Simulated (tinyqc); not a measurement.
Inside a calculation. Model: resistance of a tapered via with liner, size effect and interface.

Computed by the program tinyqc: `OMP_NUM_THREADS=1 python tinyqc.py 2750169 2750170 out.jsonl`, one thread of a shared Intel Xeon 2.30GHz, about 0.01 s for the whole run. Printed values are rounded.

A round via whose diameter grows from db at the bottom as D(z) = db + 2 z/tan(ang). The fill, of diameter D - 2 tl, starts above the bottom liner (thickness fb tl) and has rho = rho0 (1 + ks lam/(D - 2 tl)); the sidewall liner conducts in parallel with it. The bottom liner and the interface are crossed over the full area pi db^2/4. Spreading in the lines above and below is left out.

Inputs (values chosen for the exercise); fill metal close to copper: diameter at the bottom db = 39 nm; height hv = 78 nm; sidewall angle ang = 87 degrees; bulk resistivity of the fill rho0 = 1.72 uohm cm; mean free path of the fill lam = 40 nm; size-effect factor ks = 1; liner on the sidewall tl = 3 nm; liner at the bottom over that on the sidewall fb = 0.5; resistivity of the liner rl = 410 uohm cm; interface resistivity at the bottom ri = 3.2e-12 ohm cm^2; ballistic conductance per area, about 3/(4 rho0 lam) Sb = 1.1e15 S/m^2.

## Slices of the via

Slices between z0 = fb tl and hv, evaluated at their midpoints: conductance per length pi/4 [(D - 2 tl)^2/rho + (D^2 - (D - 2 tl)^2)/rl], slice resistance = slice height over that. 8 slices.

```
slice	z (nm)	D (nm)	rho (uohm cm)	slice resistance (ohm)
0	6.28125	39.6584	3.76407	0.403095
1	15.8438	40.6607	3.70496	0.374212
2	25.4062	41.6630	3.64917	0.348203
3	34.9688	42.6653	3.59644	0.324711
4	44.5312	43.6676	3.54650	0.303429
5	54.0938	44.6699	3.49916	0.284094
6	63.6562	45.6722	3.45421	0.266483
7	73.2188	46.6745	3.41148	0.250402
```

## Total resistance

R_fill = sum of the slices; R_bottom = rl fb tl/(pi db^2/4); R_interface = ri/(pi db^2/4); ballistic (Sharvin) limit 1/(Sb pi (db - 2 tl)^2/4); ideal cylinder rho0 hv/(pi db^2/4).

parts (ohm): fill 2.55463, bottom liner 5.14821, interface 0.267874
R = 7.97071 ohm
shares (%): fill 32.0502, bottom liner 64.5891, interface 3.3607
ballistic limit = 1.06289 ohm
ideal cylinder = 1.12306 ohm

The bottom liner is the largest part, and R is 7.10 times the ideal cylinder. With 2000 slices R = 7.9714 ohm.
